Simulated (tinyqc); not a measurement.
Worked calculation: inversion layer as a triangular well, valleys of the Ge type. Values are carried at full precision from step to step, so a last printed digit may differ when a step is redone from the rounded ones.

Four ellipsoidal valleys (eight halves) with their long axes along <111>, mass ml along the axis and mt across it. For a valley whose axis makes the angle theta with the surface normal, 1/m_z = cos^2(theta)/ml + sin^2(theta)/mt sets the confinement; in the plane the masses are m_1 = mt and m_2 = ml mt/m_z, and m_d = sqrt(m_1 m_2). The Gamma and Delta valleys are left out; the heavy Delta valleys, about 0.18 eV up, can lie lowest under strong confinement.

Constants: e^2/(4 pi eps0) = 14.39964547 eV angstrom; hbar^2/2m0 = 3.80998211 eV angstrom^2; kB = 8.617333262e-05 eV/K.

Inputs chosen for the exercise (near those of Ge; shifted at random, so the results belong to these values and not to a real crystal):
- ml = 1.57 m0 (longitudinal mass)
- mt = 0.083 m0 (transverse mass)
- face = 111 (surface)
- eps = 16 (dielectric constant)
- Ns = 12 x 1e12/cm^2 (electron sheet density)
- Nd = 0.26 x 1e12/cm^2 (depletion charge)
- eta = 0.5 (share of Ns in the effective field)
- T = 150 K (temperature)
- tox = 17 angstrom (SiO2-equivalent oxide thickness)

## Valley masses on the (111) face

Group the valleys by their angle to the normal, heaviest m_z first.

Valleys (masses in m0):
```
valleys g  cos^2(theta)     m_z     m_1     m_2     m_d
1                1.0000  1.5700  0.0830  0.0830  0.0830
3                0.1111  0.0928  0.0830  1.4048  0.3415
```

The single valley with the heaviest m_z will give the lowest ladder of subbands.

## Effective field

The field is taken as constant, e F = 4 pi (e^2/4 pi eps0)(Nd + eta Ns)/eps, with 1e12/cm^2 = 1e-4/angstrom^2, and the oxide as a hard wall at z = 0; c = hbar^2/2m0.

Find e F, and F in MV/cm (1 MV/cm = 0.01 V/angstrom).

e F = 0.00707972 eV/angstrom
F = 0.7080 MV/cm

## Subband ladders

Level j of a valley lies at E_j = a_j (c (e F)^2/m_z)^(1/3) above the band edge at the surface, with the Airy zeros a_j = 2.338107, 4.087949, 5.520560, 6.786708, 7.944134, 9.022651, 10.040174, 11.008524, 11.936016, 12.828777, and has <z> = 2 E_j/(3 e F).

The ten lowest levels of all groups of valleys together, j = 0, 1, ..., c = hbar^2/2m0; primes mark the groups with lighter m_z.

Subbands:
```
label  valleys g  m_d (m0)  E (eV)  <z> (angstrom)
0              1    0.0830  0.1158           10.91
1              1    0.0830  0.2025           19.07
2              1    0.0830  0.2735           25.76
0'             3    0.3415  0.2974           28.01
3              1    0.0830  0.3363           31.66
4              1    0.0830  0.3936           37.06
5              1    0.0830  0.4470           42.10
6              1    0.0830  0.4975           46.84
1'             3    0.3415  0.5200           48.97
7              1    0.0830  0.5454           51.36
```

The second subband is 1, 86.7 meV above the first. Levels above about 0.5 eV lie beyond parabolic valleys.

## Fermi level and populations

Subband i holds n_i = g m_d/(2 pi c) kB T ln(1 + exp((EF - E_i)/kB T)) (spin included), and EF is fixed by sum n_i = Ns over the levels listed or, where none are listed, over j = 0 to 9 of each group; 1e12/cm^2 = 1e-4/angstrom^2.

Solve for EF; c = hbar^2/2m0. The mean distance is sum n_i <z>_i/Ns.

EF = 0.2891 eV

Populations:
```
label  (EF - E)/kB T  n (1e12/cm^2)  share (%)
0              13.40          6.005       50.0
1               6.69          3.000       25.0
2               1.20          0.656        5.5
0'             -0.65          2.327       19.4
3              -3.65          0.011        0.1
4              -8.09          0.000        0.0
5             -12.22          0.000        0.0
6             -16.12          0.000        0.0
1'            -17.87          0.000        0.0
7             -19.83          0.000        0.0
```

mean distance from the surface = 17.10 angstrom

The lowest subband holds 50.0 % of the electrons and is degenerate (EF more than 2 kB T above its edge).

## Effect on the gate capacitance

The charge sits at the mean distance <z> from the surface, which adds (3.9/eps) <z> to the oxide thickness; C/Cox = tox/(tox + 3.9 <z>/eps). The density-of-states term is left out.

added thickness = 4.17 angstrom
C/Cox = 0.803

## Checks

- Lowest level by finite differences against the Airy formula, eV: both 0.1158.

Program tinyqc; command `OMP_NUM_THREADS=1 python tinyqc.py 1251406 1251407 out.jsonl`; about 0.01 s on one thread of a shared Intel(R) Xeon(R) Processor @ 2.30GHz.
